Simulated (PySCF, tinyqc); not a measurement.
Worked calculation: CISD on RHF in the sto-3g basis, for H3+, spin multiplicity 1. The lowest restricted solution is unstable here: a spin-polarised one lies 0.0333 hartree lower (PySCF). One step of it, computed by the program tinyqc.

Task: CISD: roots. Diagonalise (each vector has its largest component positive (the first on a tie)); all determinants have Ms = 0, so triplets appear too. The lowest singlet root is the correlation energy.

Occupation strings over the orbitals (2 doubly, a alpha, b beta, 0 empty; spin orbitals ordered 1a 1b 2a 2b ...): 200 ab0 a0b ba0 b0a 020 0ab 0ba 002

H - E(HF) between determinants (hartree), lower triangle:
```
          200        ab0        a0b        ba0       b0a       020        0ab       0ba
200  0.000000
ab0  0.000000   0.150588
a0b  0.000000   0.000000   0.374794
ba0  0.000000  -0.151840   0.000000   0.150588
b0a  0.000000   0.000000  -0.155482   0.000000  0.374794
020  0.151840   0.000000  -0.151921   0.000000  0.151921  0.455026
0ab  0.000000  -0.151921   0.000000   0.153452  0.000000  0.000000   0.535978
0ba  0.000000   0.153452   0.000000  -0.151921  0.000000  0.000000  -0.162638  0.535978
002  0.155482   0.000000  -0.004422   0.000000  0.004422  0.162638   0.000000  0.000000

          002
002  0.765947
```

Give: lowest roots of this matrix, relative to E(HF); lowest vectors; <S^2> of these roots; weight of the ground state by excitation level 0, 1, 2, ....

Result:

lowest roots of this matrix, relative to E(HF) (hartree): -0.065  -0.001  0.137  0.219  0.265  0.373  0.640  0.865

lowest vectors:
```
     root 1  root 2  root 3  root 4
200   0.947   0.000   0.000   0.000
ab0   0.000   0.707   0.621   0.000
a0b  -0.072   0.000   0.000   0.707
ba0   0.000   0.707  -0.621   0.000
b0a   0.072   0.000   0.000   0.707
020  -0.280   0.000   0.000   0.000
0ab   0.000  -0.003   0.338   0.000
0ba   0.000  -0.003  -0.338   0.000
002  -0.123   0.000   0.000   0.000
```

<S^2> of these roots: 0.000  2.000  0.000  2.000  0.000  2.000  0.000  0.000

weight of the ground state by excitation level 0, 1, 2, ...: 0.896  0.010  0.094

The reference has a weight of only 0.90: one determinant is a poor start here. A root of higher spin lies below E(HF).
